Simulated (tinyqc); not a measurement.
Single-oscillator infrared dielectric function of a polar cubic crystal: one step, computed by the program tinyqc.

One ion pair, charges +Z* and -Z*, in a cell of volume Omega = a^3/4. Frequencies omega are given as wavenumbers (1/cm); eps_s is the static dielectric constant.

Task: LO frequency and static constant from the Born charge. mu = M_A M_B/(M_A + M_B); ionic plasma term W^2 = 4 pi Z*^2 (e^2/(4 pi eps_0))/(Omega mu) in eV/(angstrom^2 u), turned into 1/cm by W = 15.6333042 x 33.35640952 x sqrt(W^2); omega_LO^2 = omega_TO^2 + W^2/eps_inf; eps_s = eps_inf + W^2/omega_TO^2; Szigeti charge 3 Z*/(eps_inf + 2); longitudinal (Callen) charge Z*/eps_inf.

Inputs (values chosen for the exercise, modelled on potassium chloride):
```
quantity            value      unit
lattice constant a   6.29  angstrom
mass M_A             39.1         u
mass M_B            35.45         u
omega_TO              139      1/cm
Born charge Z*       1.17         e
eps_inf              2.13         -
```

Structure: rock salt. Free carriers: absent.

Constants: nu for 1 eV/(angstrom^2 u) = 15.6333042 THz; 1 THz = 33.35640952 1/cm; e^2/(4 pi eps_0) = 14.39964548 eV angstrom.

Give: reduced mass mu; W; omega_LO; eps_s; Szigeti charge; Callen charge.

Result:

reduced mass mu = 18.59 u

W = 241.3 1/cm

omega_LO = 216.0 1/cm

eps_s = 5.144

Szigeti charge = 0.8499 e

Callen charge = 0.5493 e

omega_LO/omega_TO = 1.554; the ions supply 59 % of eps_s, as in a strongly ionic or soft-mode crystal.
